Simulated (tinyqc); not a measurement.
From results back to parameters: parabolic quantum dot in a magnetic field (Fock-Darwin). Three cases, with inputs chosen for the exercise.

Problem. The two far-infrared modes of a parabolic dot are W +/- wc/2 with W = sqrt(w0^2 + wc^2/4) and hbar wc = 2 muB B/m. They were computed from hidden w0 and m.

Constants: muB = 5.788381798e-05 eV/T.

Find: hbar wc; m; hbar w0.

Method. Their difference is hbar wc and their product (hbar w0)^2.

Case 1.

Values chosen (out of a larger set: near those of a gate-defined dot in Si; not measured data): B = 1.53 T (magnetic field).

modes (meV): 1.75852  0.81887

Solution.

hbar wc = 0.940 meV
m = 0.1885 m0
hbar w0 = 1.20 meV

Case 2.

Values chosen (out of a larger set: near those of a gate-defined dot in Si; not measured data): B = 0.87 T (magnetic field).

modes (meV): 1.49550  0.96289

Solution.

hbar wc = 0.533 meV
m = 0.1891 m0
hbar w0 = 1.20 meV

Case 3.

Values chosen (out of a larger set: near those of a gate-defined dot in InAs; not measured data): B = 2.01 T (magnetic field).

modes (meV): 10.20598  2.44955

Solution.

hbar wc = 7.756 meV
m = 0.0300 m0
hbar w0 = 5.00 meV

Computed by tinyqc, one run a case: `OMP_NUM_THREADS=1 python tinyqc.py N N+1 out.jsonl` with N = 1281436, 1281668, 1281815; one thread of a shared Intel(R) Xeon(R) Processor @ 2.30GHz, about 0.08 s a run at most.
